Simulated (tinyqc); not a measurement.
Inside a calculation. Model: drifting, spreading and decaying minority pulse (Haynes-Shockley), Crank-Nicolson time steps.

Numbers from tinyqc (`OMP_NUM_THREADS=1 python tinyqc.py 2310009 2310010 out.jsonl`; about 0.01 s on one thread of a shared Intel Xeon 2.30GHz). Printed values are rounded.

Low injection in a uniform field: dn/dt = D d2n/dx2 - v dn/dx - n/tau with D = mu Vt and v = mu F towards +x. Exact solution on an infinite bar for a Gaussian start at x0: n = N0 exp(-t/tau) exp(-(x - x0 - v t)^2/(2 s^2))/sqrt(2 pi s^2), s^2 = s0^2 + 2 D t.

Parameters, values chosen for the exercise; mobility close to that of silicon at room temperature: temperature T = 300 K; minority-carrier mobility mu = 1360 cm^2/(V s); sweep field along the drift F = 35 V/cm; mesh step hx = 21 um; lifetime tau = 1.6e-6 s; injected sheet density N0 = 3e11 cm^-2; time step dt = 1e-7 s; initial width (standard deviation) s0 = 21 um.

Constants: q = 1.602176634e-19 C, kB = 1.380649e-23 J/K, Vt = kB T/q. Results are converted to the units shown.

## Coefficients of the scheme

Exponentially fitted fluxes: d = F hx/Vt, B(d) = d/(exp(d) - 1), k = D dt/hx^2; (L n)_i = a n_(i-1) + b n_i + c n_(i+1) with a = k B(-d), c = k B(d), b = -a - c - dt/tau. Explicit steps keep n positive for dt up to 1/[(D/hx^2)(B(d) + B(-d)) + 1/tau].

D = 35.15872 cm^2/s
v = 47600 cm/s
d = 2.843107
a = 2.406852
b = -2.609538
c = 0.1401857
positivity limit of dt = 3.832096e-8 s

dt is 2.6 times the explicit limit. On this mesh the fitted flux acts like a diffusion coefficient (d/2) coth(d/2) D = 1.60 D for a travelling pulse, before the error of the time steps.

## Initial pulse

Nodes x_i = i hx, i = 1 to 9, n = 0 at nodes 0 and 10; the Gaussian at t = 0 with x0 = 4 hx.

```
node,n at t = 0 (1e13 cm^-3)
1,0.063312
2,0.771300
3,3.456725
4,5.699175
5,3.456725
6,0.771300
7,0.063312
8,0.001912
9,0.000021
```

## Step 1: densities after a time step

(L n)_i = a n_(i-1) + b n_i + c n_(i+1), n = 0 beyond the ends. Crank-Nicolson step: solve n(new) - L n(new)/2 = n + L n/2.

```
node,n at t = 1 dt (1e13 cm^-3)
1,0.016622
2,0.050546
3,0.186588
4,1.355949
5,3.357431
6,3.527068
7,2.273766
8,1.239761
9,0.648332
```

## Step 2: densities after a time step

As before.

```
node,n at t = 2 dt (1e13 cm^-3)
1,-0.000388
2,0.008971
3,0.049461
4,0.059842
5,0.453314
6,1.669270
7,2.523765
8,2.416239
9,1.823235
```

## Step 3: densities after a time step

As before.

```
node,n at t = 3 dt (1e13 cm^-3)
1,0.000334
2,0.000325
3,0.001156
4,0.033635
5,0.043820
6,0.137753
7,0.728563
8,1.488808
9,1.797911
```

## Course in time

The same steps, now on nodes 1 to 60 (n = 0 at nodes 0 and 61), for 24 steps; centre = sum x n/sum n. Deviations are from the exact pulse, as a share of its largest value on the nodes; a run counts as stable if they stay under 100 %.

Course of the iteration:
```
step,hx sum n (cm^-2),centre (um),"most negative n (cm^-3), 0 if none",largest deviation (% of the peak)
1,2.816660e11,131.7019,0,28.0
2,2.645721e11,179.3621,-3.88e9,27.9
3,2.485375e11,227.0086,0,25.3
4,2.334742e11,274.6556,-1.44e10,23.5
5,2.193243e11,322.3021,-1.00e10,22.9
6,2.060319e11,369.9486,-1.73e9,23.0
7,1.935451e11,417.5952,-4.11e9,22.3
8,1.818151e11,465.2416,-2.95e9,21.6
9,1.707959e11,512.8878,-3.31e8,21.8
...,...,...,...,...
16,1.098732e11,844.7123,-5.78e6,20.5
17,1.027191e11,890.3743,-1.91e6,20.4
18,9.555025e10,934.4063,-1.66e6,20.1
19,8.811822e10,976.0554,-8.04e5,20.1
20,8.016738e10,1014.573,-2.19e5,20.1
21,7.150639e10,1049.358,-1.00e5,20.0
22,6.209476e10,1080.071,-6.00e4,19.8
23,5.210945e10,1106.659,-2.69e4,19.8
24,4.195288e10,1129.321,-7480,23.8
```

The run is stable. After 24 steps the deviation is 24 % of the peak. From step 1 to the last the centre has moved at 0.911 v and the content is 37 % below N0 exp(-t/tau). On an endless mesh these steps would give a speed of 1.00 v and a content of 1.00 times the exact one, from dt/tau = 0.0625 alone; the rest comes from the absorbing ends. Negative values appear from step 2.
